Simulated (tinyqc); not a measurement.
Bottom-up copper filling of a trench by curvature-enhanced accelerator coverage: one step, computed by the program tinyqc. Command: `OMP_NUM_THREADS=1 python tinyqc.py 3025591 3025592 out.jsonl superfill walk`. One thread of a shared host (Intel(R) Xeon(R) Processor @ 2.30GHz), about 0.07 s of CPU time with the checks.

A rectangular trench keeps vertical walls and a flat floor. An accelerator floats on the surface; where area is lost in the corners it is passed on to the floor.

Task: First rates. Kinetic current i_k = [i_0 (1 - theta) + i_1 theta] exp(alpha eta/(k_B T)), limit i_L = 2 F D C/delta, i = 1/(1/i_k + 1/i_L); velocity v = i Omega/(2F), Omega = 7.11 cm^3/mol, F = e N_A. Depletion inside the trench is ignored. At the start theta_b = theta_s = theta_0 and x = w/2: d theta_b/dt = k_a (1 - theta_0) + 2 theta_0 v/x (theta_b on the floor, theta_s on the walls, x the half width). At this initial relative rate the doubling time without adsorption would be x ln2/(2 v).

Inputs (values chosen for the exercise, close to those used for damascene copper plating): trench width w = 46 nm; starting coverage theta_0 = 0.073; adsorption rate k_a = 0.00039 1/s; temperature T = 298 K.

velocity at theta_0 = 0.1533622 nm/s

Give: rate from adsorption; rate from area loss; doubling time.

Result:

rate from adsorption = 3.6153e-04 1/s

rate from area loss = 9.7352e-04 1/s

doubling time = 51.976 s
